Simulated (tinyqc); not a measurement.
# Reverse leakage of an n+-p junction: diffusion, generation, trap-assisted and band-to-band tunnelling: leakage components against the reverse bias

One-sided abrupt junction in the depletion approximation, x from the junction (0) to W on the p side, field F = F0 (1 - x/W). Flat quasi-Fermi levels, long p side. Traps generate through SRH with both lifetimes shortened by 1 + Gamma (Hurkx enhancement, form for moderate fields); band-to-band generation is local and needs a total bending above Eg.

ni = sqrt(Nc Nv) exp(-Eg/(2 Vt)), Eg in volts; Vbi = Vt ln(Na Nd/ni^2); W = sqrt(2 eps0 eps_r (Vbi + VR)/(q Na)); F0 = 2 (Vbi + VR)/W; FG = sqrt(24 mt m0 (kB T)^3)/(q hbar); J_diff = q ni^2 sqrt(Dn/tau)(1 - exp(-VR/Vt))/Na. u = (Vbi + VR)(1 - x/W)^2, p = Na exp(-u/Vt), n = Nd exp((u - Vbi - VR)/Vt); G0 = ni^2 (1 - exp(-VR/Vt))/(tau (n + p + 2 ni cosh(Et/Vt))); Gamma = 2 sqrt(3 pi)(F/FG) exp((F/FG)^2); trap-assisted part G0 Gamma; G_bb = Ab F^2.5 exp(-Bb/F) with F in V/cm, zero unless Vbi + VR > Eg, and counted as zero under 1 cm^-3 s^-1. Currents are q times the integrals over 0 to W; J_bb under 1e-8 of J is printed as 0; rows with F0/FG above 2.2, beyond the range of this Gamma, are left out.

Values chosen for this exercise; band and dielectric values those of a made-up semiconductor: temperature T = 300 K; band gap Eg = 0.853 eV; relative permittivity eps_r = 13.9; conduction-band density of states at T Nc = 2.58e17 cm^-3; valence-band density of states at T Nv = 7.61e18 cm^-3; acceptor density of the lighter side Na = 3.9e16 cm^-3; donor density of the heavier side Nd = 1e20 cm^-3; SRH lifetime of both carriers at zero field tau = 3e-7 s; trap level above the intrinsic level Et = 0 eV; tunnelling mass mt = 0.047 m0; electron diffusion coefficient on the lighter side Dn = 4.5 cm^2/s; band-to-band prefactor Ab = 2.1e16 cm^-0.5 V^-2.5 s^-1; band-to-band field constant Bb = 7.48e6 V/cm.

Constants: q = 1.602176634e-19 C, kB = 1.380649e-23 J/K, hbar = 1.054571817e-34 J s, m0 = 9.1093837015e-31 kg, Vt = kB T/q, eps0 = 8.8541878128e-14 F/cm where lengths are in cm. Results are converted to the units shown.

Leakage components against the reverse bias:
```
VR (V)	F0 (kV/cm)	F0/FG	J_diff (A/cm^2)	J_SRH (A/cm^2)	J_TAT (A/cm^2)	J_bb (A/cm^2)	J (A/cm^2)	largest part
0.2	104	0.652	1.46e-10	9.23e-8	2.75e-7	0	3.68e-7	trap-assisted tunnelling
0.7	126	0.790	1.46e-10	2.36e-7	9.52e-7	0	1.19e-6	trap-assisted tunnelling
1.2	145	0.907	1.46e-10	3.48e-7	1.78e-6	0	2.13e-6	trap-assisted tunnelling
1.7	162	1.01	1.46e-10	4.43e-7	2.78e-6	0	3.23e-6	trap-assisted tunnelling
2.2	177	1.10	1.46e-10	5.27e-7	4.01e-6	0	4.54e-6	trap-assisted tunnelling
2.7	190	1.19	1.46e-10	6.03e-7	5.51e-6	3.98e-13	6.11e-6	trap-assisted tunnelling
3.2	203	1.27	1.46e-10	6.73e-7	7.33e-6	6.41e-12	8.01e-6	trap-assisted tunnelling
3.7	215	1.35	1.46e-10	7.38e-7	9.56e-6	6.56e-11	1.03e-5	trap-assisted tunnelling
4.2	227	1.42	1.46e-10	7.99e-7	1.23e-5	4.77e-10	1.31e-5	trap-assisted tunnelling
```

What does the comparison show?

J rises from 3.68e-7 to 1.31e-5 A/cm^2. Trap-assisted tunnelling leads at VR = 0.2 and in all other rows. The ratio J_TAT/J_SRH goes from 2.99 to 15.4 as F0/FG goes from 0.652 to 1.42.

Range of the model: The n+ side is degenerate, so Vbi from Boltzmann statistics is only a guide.

Program tinyqc, `OMP_NUM_THREADS=1 python tinyqc.py 2290126 2290127 out.jsonl`; Intel Xeon 2.30GHz, shared host, one thread, about 0.01 s.
